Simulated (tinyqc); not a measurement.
# From one set of inputs to another, one input at a time

Model: hydrogenic impurity: series, fields, screening, photoionisation and donor-acceptor pairs. Computed by tinyqc, a small Python program. Command: `OMP_NUM_THREADS=1 python tinyqc.py 3023675 3023676 out.jsonl hydrogenic ladder`. One thread of a shared host (Intel(R) Xeon(R) Processor @ 2.30GHz), about 0.01 s of CPU time with the checks.

One isotropic, parabolic band. Effective units: Ry* and a*, in which H = -nabla^2 - 2/r.

The inputs printed are set A. Inputs not listed in the table keep their values of set A, so the rows need not describe a real material.

Inputs (values chosen for the exercise, for a model semiconductor):

| quantity | value | unit |
|---|---|---|
| electron mass m | 0.219 | m_0 |
| dielectric constant eps | 8.61 | - |
| donor density N | 1.2e+18 | cm^-3 |
| gap E_g | 5.19 | eV |
| acceptor depth E_A | 1290 | meV |
| pair distance r | 36.5 | angstrom |
| rate prefactor W_0 | 9.3e+08 | 1/s |

Parts treated: screening and pairs.

Constants: Ry = 13.605693123 eV; a_0 = 0.529177210903 angstrom; h x 1 THz = 4.135667696 meV; e^2/(4 pi eps_0) = 14.39964548 eV angstrom.

Method:
- Ry* = Ry m/eps^2, a* = a_0 eps/m; level n is bound by Ry*/n^2; <r> = (3/2) a* in 1s; lines 1s -> np at Ry* (1 - 1/n^2); 1 THz = 4.135667696 meV.
- Wigner-Seitz radius r_s = (3/(4 pi N))^(1/3); Mott criterion N_c^(1/3) a* = 0.26; overlap of two 1s orbitals at distance d: S = exp(-x)(1 + x + x^2/3), x = d/a*, with d = N^(-1/3).
- No-phonon line h nu(r) = E_g - Ry* - E_A + e^2/(4 pi eps_0 eps r); rate W(r) = W_0 exp(-2 r/a*), the donor being the shallower centre; lifetime 1/W; zero field.

Each row keeps all changes above it:

| input moved | from | to | Ry* (meV) | Mott density (cm^-3) | photon energy (eV) |
|---|---|---|---|---|---|
| set A | - | - | 40.19 | 1.952e+18 | 3.906 |
| acceptor depth E_A (meV) | 1290 | 192 | 40.19 | 1.952e+18 | 5.004 |
| donor density N (cm^-3) | 1.2e+18 | 5.6e+17 | 40.19 | 1.952e+18 | 5.004 |
| pair distance r (angstrom) | 36.5 | 79.6 | 40.19 | 1.952e+18 | 4.979 |
| dielectric constant eps | 8.61 | 8.27 | 43.57 | 2.203e+18 | 4.976 |
| electron mass m (m_0) | 0.219 | 0.266 | 52.92 | 3.947e+18 | 4.967 |

Which inputs carry the difference?

Ry* goes from 40.2 to 52.9, a factor 1.32 in all. The largest single move comes from electron mass m (a factor 1.21). Mott density goes from 1.95e18 to 3.95e18, a factor 2.02 in all. The largest single move comes from electron mass m (a factor 1.79). Photon energy goes from 3.91 to 4.97, a factor 1.27 in all. The largest single move comes from acceptor depth E_A (a factor 1.28). The single moves hold for this order of the switches; the total does not depend on the order.

Caution (rows set A, acceptor depth E_A, donor density N): below about two Bohr radii overlap and polarisation terms, left out here, lower the energy.

Extremes, crossings and ranges named in words are read from the listed rows.
